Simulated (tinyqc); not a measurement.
Growth with time: grain growth, pinning, strength and diffusional creep of a polycrystal or thin film. Computed by tinyqc, a small Python program. Command: `OMP_NUM_THREADS=1 python tinyqc.py 3004393 3004394 out.jsonl grain walk`. One thread of a shared host (Intel(R) Xeon(R) Processor @ 2.30GHz), about 0.01 s of CPU time with the checks.

One mean grain size d describes the structure.

Inputs (values chosen for the exercise, modelled on aluminium):
```
quantity                                    value       unit
boundary energy gamma                        0.31      J/m^2
mobility prefactor M0                     0.00096  m^4/(J s)
activation energy of boundary motion Q_m     1.12         eV
anneal temperature T                          381          K
initial grain size d0                          32         nm
particle volume fraction f                0.00017          -
particle radius r                              11         nm
film thickness h                              110         nm
surface energy gamma_s                        0.8      J/m^2
```

Sample: thin film on a substrate.

Constants: k_B = 8.617333262e-05 eV/K.

Method. M = M0 exp(-Q_m/(k_B T)). The driving pressure is 2 gamma/d. Zener pinning pressure 3 f gamma/(2 r) stops growth at d_Z = 4 r/(3 f). Grooves where boundaries meet the surface have the angle theta = arcsin(gamma/(2 gamma_s)) and are taken to stop growth at d_h = h/(2 theta), a few film thicknesses; the limit is 1/d_lim = 1/d_Z + 1/d_h. dd/dt = 2 M gamma (1/d - 1/d_lim) integrates to 2 M gamma t = d_lim (d0 - d) + d_lim^2 ln[(d_lim - d0)/(d_lim - d)]; without pinning d^2 = d0^2 + 4 M gamma t.

limit d_lim = 281.156 nm

mobility M = 1.46952e-18 m^4/(J s)

At T:
```
t (s)   free growth (nm)  pinned growth (nm)  d/d_lim
130                35.51               35.11  0.12487
430                42.52               41.29  0.14685
1300               58.25               54.92  0.19535
4300               94.12               84.28  0.29977
13000             157.20              129.55  0.46078
43000             281.74              196.65  0.69942
130000            487.76              256.06  0.91073
430000            885.76              280.43  0.99742
```

What does the comparison show, and why?

The apparent exponent d ln d/d ln t of the pinned growth is at most about 0.39, below the ideal 1/2, and falls to 0.076 in the last rows: the initial size hides the law early and pinning hides it late.
